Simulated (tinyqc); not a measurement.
What each parameter does: six-band k.p model of the valence band of a wurtzite crystal.

At k = 0: E1 = D1c + D2c + Te + Le (pure HH); E2, E3 = Le + u +/- sqrt(u^2 + 2 D3c^2), u = (D1c - D2c + Te)/2, D1c = Dcr, D2c = D3c = Dso/3. The weight of LH in state 2 is fL = (E2 - Le)^2/((E2 - Le)^2 + 2 D3c^2). Relative strengths of transitions to the conduction band: for E perpendicular to c (TE) 1/2, fL/2, (1 - fL)/2; for E along c (TM) 0, 1 - fL, fL, with one momentum element for both directions.

Strain of a c-plane layer: exx = eyy = e_par, ezz = -2 (C13/C33) e_par; Le = D1 ezz + D2 (exx + eyy), Te = D3 ezz + D4 (exx + eyy).

Conduction edge: Ec = (top of the unstrained valence band) + Eg + (a1 + D1) ezz + (a2 + D2)(exx + eyy).

Parameters, chosen for this exercise (near those of AlGaN; not measured data):
- Dcr = -0.078 eV (crystal-field splitting)
- Dso = 0.0177 eV (spin-orbit splitting)
- Eg = 4.816 eV (direct gap at Gamma from the top of the unstrained valence band)
- a1 = -4.13 eV (gap potential along c)
- a2 = -10.98 eV (gap potential in the plane)
- D1 = -9.85 eV
- D2 = 6.15 eV
- D3 = 8.1 eV
- D4 = -3.99 eV
- C13 = 106 GPa
- C33 = 387 GPa
- e_par = -0.0127 (exx = eyy of a c-plane layer)

Splittings at k = 0 under the strain, fL and the lowest transition.

Results for these values:

| case | E1 - E2 (meV) | E1 - E3 (meV) | fL | lowest transition (eV) |
|---|---|---|---|---|
| base | 10.87 | 86.53 | 0.9877 | 4.9814 |

What happens to each result for Dso = 0.02124 eV, all else kept?

Answer: E1 - E2 rises from 10.87 to 12.80; E1 - E3 rises from 86.53 to 88.13; fL falls from 0.9877 to 0.9820; lowest transition falls from 4.9814 to 4.9805.

The same for each parameter in turn:

| case | E1 - E2 (meV) | E1 - E3 (meV) | fL | lowest transition (eV) |
|---|---|---|---|---|
| base | 10.87 | 86.53 | 0.9877 | 4.9814 |
| D4 = -4.788 eV | 11.07 | 106.60 | 0.9923 | 4.9611 |
| D2 = 4.92 eV | 10.87 | 86.53 | 0.9877 | 4.9814 |
| Dcr = -0.0936 eV | 10.63 | 71.17 | 0.9806 | 4.9969 |
| D1 = -7.88 eV | 10.87 | 86.53 | 0.9877 | 4.9814 |
| D3 = 6.48 eV | 10.71 | 75.42 | 0.9831 | 4.9927 |
| Dso = 0.02124 eV | 12.80 | 88.13 | 0.9820 | 4.9805 |
| C33 = 309.6 GPa | 11.01 | 100.47 | 0.9912 | 4.9601 |
| C13 = 127.2 GPa | 10.99 | 97.68 | 0.9906 | 4.9644 |

D1 and D2 shift all valence edges and the conduction edge alike, so they drop out of splittings and transitions.

Program tinyqc; command `OMP_NUM_THREADS=1 python tinyqc.py 1080137 1080138 out.jsonl`; about 0.01 s on one thread of a shared Intel(R) Xeon(R) Processor @ 2.30GHz.
